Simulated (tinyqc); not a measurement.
Inside a calculation. Method: CCSD on RHF in the 6-311g basis, for He, spin multiplicity 1. One step of it, computed by the program tinyqc.

Problem. Orthogonalisation. S = U s U^T; symmetric (Loewdin) form X = U s^(-1/2) U^T, so that X^T S X = 1.

overlap S, order 1He 1s, 1He 2s, 1He 3s:
$$\begin{pmatrix}
1.000000 & 0.680472 & 0.328596 \\
0.680472 & 1.000000 & 0.751574 \\
0.328596 & 0.751574 & 1.000000
\end{pmatrix}$$

Give: eigenvalues of S; X.

Solution.

eigenvalues of S: [0.1357, 0.6734, 2.1908]

X, order 1He 1s, 1He 2s, 1He 3s:
$$\begin{pmatrix}
1.3166 & -0.6459 & 0.1507 \\
-0.6459 & 1.8555 & -0.7714 \\
0.1507 & -0.7714 & 1.4367
\end{pmatrix}$$
